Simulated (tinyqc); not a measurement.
Permittivity of the insulator from five potentials.

Inverse problem. A node lies on a semiconductor-insulator interface. Steps: hs = tb/3 down into the semiconductor, ho = tox/1 up into the insulator, hy = L/6 sideways. The flux balance of its box reads eox (hy/ho)(above - node) + eps_r (hy/hs)(below - node) + [(eps_r hs + eox ho)/(2 hy)](left + right - 2 node) - q Na (hs/2) hy/eps0 = 0. Find eox.

Values chosen for this exercise; semiconductor permittivity close to that of germanium:
```
symbol,value,unit,meaning
eps_r,15.8,,relative permittivity of the semiconductor
tb,6,nm,half the body thickness
tox,2.4,nm,insulator thickness
L,54,nm,channel length
Na,0,cm^-3,acceptor density of the depleted body
```

Constants: q = 1.602176634e-19 C, eps0 = 8.8541878128e-14 F/cm where lengths are in cm. Results are converted to the units shown.

psi (V): node 0.059343291, above -0.05, below 0.077795372, left 0.010927327, right 0.23397138

Answer. The balance is linear in eox.

eox = 3.90

Program tinyqc, `OMP_NUM_THREADS=1 python tinyqc.py 2480109 2480110 out.jsonl`; Intel Xeon 2.30GHz, shared host, one thread, about 0.2 s.
